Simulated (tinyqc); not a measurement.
Mean-field antiferromagnet of the Hubbard model on the square lattice, step by step. Values are carried at full precision from step to step, so a last printed digit may differ when a step is redone from the rounded ones.

e(k) = -2 t (cx + cy) - 4 t2 cx cy, ci = cos ki; one electron a site; Q = (pi, pi). <n_up - n_dn> = m cos(Q.R) gives Delta = U m/2 and bands E = e+ -/+ sqrt(e-^2 + Delta^2), e+- = (e(k) +- e(k + Q))/2 (the constant U/2 is dropped). Means run over the mesh k_i = 2 pi (j + 1/2)/N of the whole zone: mu from mean(f(E-) + f(E+)) = 1; m(out) = mean of Delta (f(E-) - f(E+))/sqrt(e-^2 + Delta^2); free energy per site F = -kT mean[ln(1 + exp(-(E- - mu)/kT)) + ln(1 + exp(-(E+ - mu)/kT))] + mu + U m^2/4. Order at T > 0 in two dimensions is an artefact of mean field.

Constants: kB = 8.617333262e-05 eV/K.

Inputs chosen for the exercise:
- t = 0.97 eV (nearest hopping)
- t2 = 0 eV (second hopping)
- N = 8 (mesh)
- U = 9.61 eV (on-site repulsion)
- m0 = 0.52 (starting staggered moment)
- T = 300 K

## Folded levels on the mesh

Collect the points with equal |e-| and e+.

Classes of points:
```
|e-| (eV)  e+ (eV)  points
0.0000      0.0000      16
1.0499      0.0000      16
1.4848      0.0000       8
2.5347      0.0000      16
3.5847      0.0000       8
```

## One mean-field step

From m = m0 form Delta, the two bands of each class and m(out).

Delta = 2.4986 eV

E-, E+ and Delta/sqrt(e-^2 + Delta^2) of each class:
```
|e-| (eV)  E- (eV)  E+ (eV)  Delta/sqrt(e-^2 + Delta^2)
0.0000     -2.4986   2.4986                      1.0000
1.0499     -2.7102   2.7102                      0.9219
1.4848     -2.9065   2.9065                      0.8597
2.5347     -3.5592   3.5592                      0.7020
3.5847     -4.3695   4.3695                      0.5718
```

m(out) = 0.8349

m(out) is above m0, so the next step starts from a larger moment.

## Self-consistency

Repeat with m = m(out) until |m(out) - m| < 1e-8; F(0) is the free energy at m = 0.

Iterations:
```
step         m  Delta (eV)    m(out)     F (eV)
1     0.520000     2.49860  0.834918  -2.451871
2     0.834918     4.01178  0.913643  -2.758490
3     0.913643     4.39005  0.924880  -2.775574
4     0.924880     4.44405  0.926314  -2.775916
5     0.926314     4.45094  0.926494  -2.775922
6     0.926494     4.45180  0.926516  -2.775922
7     0.926516     4.45191  0.926519  -2.775922
8     0.926519     4.45193  0.926520  -2.775922
9     0.926520     4.45193  0.926520  -2.775922
10    0.926520     4.45193  0.926520  -2.775922
```

m = 0.9265
Delta = 4.4519 eV
lowest E+ minus highest E- on the mesh = 8.9039 eV
F - F(0) = -1237.12 meV

Converged in 10 steps. The ordered state lies 1237.12 meV a site below the paramagnet and is an insulator on this mesh. A mesh of N = 48 gives m = 0.927 and F - F(0) = -1202.9 meV.

## Checks

- Energy gain at U = 400 t against the exchange limit -z t^2/U a site (z neighbours), counted from -U/4 (eV): both -0.00970.

Run: tinyqc, `OMP_NUM_THREADS=1 python tinyqc.py 1652719 1652720 out.jsonl`; Intel(R) Xeon(R) Processor @ 2.30GHz, one thread, shared host; about 0.2 s of CPU time with all checks.
